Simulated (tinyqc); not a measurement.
Electroplating on a thin resistive seed layer: kinetics, Wagner number and the terminal effect across a wafer. Changing the bath conductivity kappa. Computed by tinyqc, a small Python program. Command: `OMP_NUM_THREADS=1 python tinyqc.py 3120927 3120928 out.jsonl terminal sweep`. One thread of a shared host (Intel(R) Xeon(R) Processor @ 2.30GHz), about 0.04 s of CPU time with the checks.

Current enters the seed at the rim. The bath is treated as a local resistance per area (no lateral flow in the liquid), two electrons per ion, molar volume 7.11 cm^3/mol, Faraday constant F = e N_A, kinematic viscosity 0.01 cm^2/s, omega = 2 pi x rpm/60; k_B T/e is in volts.

Inputs (values chosen for the exercise, of the order of those for copper plating from an acid sulfate bath):
```
quantity                               value         unit
wafer radius R                           7.5           cm
seed thickness t                          72           nm
seed resistivity                          16  microohm cm
gap to the anode h                         9           cm
extra resistance of a porous plate        39     ohm cm^2
exchange current density i_0            0.26      mA/cm^2
cathodic transfer coefficient alpha     0.49            -
mean current density                      17      mA/cm^2
diffusivity of the metal ion         5.9e-06       cm^2/s
metal ion concentration                 0.71        mol/L
rotation rate                             30          rpm
temperature T                            298            K
```

Constants: e = 1.602176634e-19 C; N_A = 6.02214076e+23 1/mol; k_B = 8.617333262e-05 eV/K.

Method:
- Growth rate = i V_m/(2 F). Levich limit i_L = 0.62 x 2 F D^(2/3) omega^(1/2) nu^(-1/6) c. Tafel overpotential eta = (k_B T/(alpha e)) ln(i/i_0); kinetic resistance k_B T/(alpha e i); bath resistance h/kappa + plate; R_s = resistivity/t; Wagner number = kinetic resistance x kappa/R.
- Linearised: with R_t = kinetic + bath resistance the current density obeys (1/r)(r i')' = i R_s/R_t, so i = A I_0(r/l), l = sqrt(R_t/R_s); with x = R/l, edge/centre = I_0(x) and edge/mean = x I_0(x)/(2 I_1(x)).
- Voltage drop in the seed for a uniform current: i R_s R^2/4.
- Full model: seed potential phi(r) with (1/r)(r phi')' = R_s i, where i solves phi = R_b i + (k_B T/(alpha e)) ln(i/i_0) (phi being the driving voltage left at r); phi'(0) = 0 and phi'(R) = R_s i_mean R/2. Solved by collocation to a tolerance of 1e-7.

One run for each value:
```
bath conductivity kappa (S/cm)  edge over centre, full model  Wagner number  bath resistance R_b (ohm cm^2)
0.010                                                 1.0334        0.00411                          939.00
0.018                                                 1.0585        0.00740                          539.00
0.032                                                 1.0990        0.01315                          320.25
0.058                                                 1.1648        0.02384                          194.17
0.100                                                 1.2509        0.04110                          129.00
0.190                                                 1.3809        0.07810                           86.37
0.330                                                 1.5035        0.13564                           66.27
0.600                                                 1.6261        0.24662                           54.00
```

What does the table show, and why?

Over the rows, edge over centre, full model rises from 1.03 to 1.63 (exponent d ln y / d ln x 0.041 between the first rows and 0.13 between the last); Wagner number rises from 0.00411 to 0.247 (exponent d ln y / d ln x about 1.0 throughout); bath resistance R_b (ohm cm^2) falls from 939 to 54.0 (exponent d ln y / d ln x -0.94 between the first rows and -0.34 between the last). A less conductive bath evens out the terminal effect, although it lowers the Wagner number, which measures only kinetics against the bath.
